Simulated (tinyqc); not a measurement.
Solid solubility of a dopant against its melt (retrograde solidus), clustering and the electrically active fraction: one step, computed by the program tinyqc.

Problem. Active fraction after the anneal. A highly soluble donor (another dopant than that of the solidus) is limited by clustering. Donors N_a are active, and clusters hold m atoms each: N_t = N_a + m C, m C = N* (N_a/N*)^m, with N*(T) = N*(1273 K) exp[-(E_b/k_B)(1/T - 1/1273)]. Resistivity = 1/(e mu N_a).

Inputs (values chosen for the exercise, of the order of those of gallium in silicon for the solubility):
```
quantity                                      value        unit
total dopant density N_t                    3.9e+20      1/cm^3
atoms per cluster m                               4           -
cluster scale N* at 1273 K                  2.5e+20      1/cm^3
activation energy E_b of the cluster scale     0.28          eV
anneal temperature T_a                         1225           K
mobility mu                                      50  cm^2/(V s)
```

Clustering: clusters of m atoms, electrons left out.

Constants: k_B = 8.617333262e-05 eV/K; e = 1.602176634e-19 C.

Give: N*(T_a); active density N_a; active fraction; resistivity.

Solution.

N*(T_a) = 2.2621e+20 1/cm^3

active density N_a = 2.1281e+20 1/cm^3

active fraction = 0.54566

resistivity = 0.58658 milliohm cm

Doubling the dose would raise N_a by only 30 %. Caution: this clustering law is a generic form; degeneracy and a doping-dependent mobility are left out.
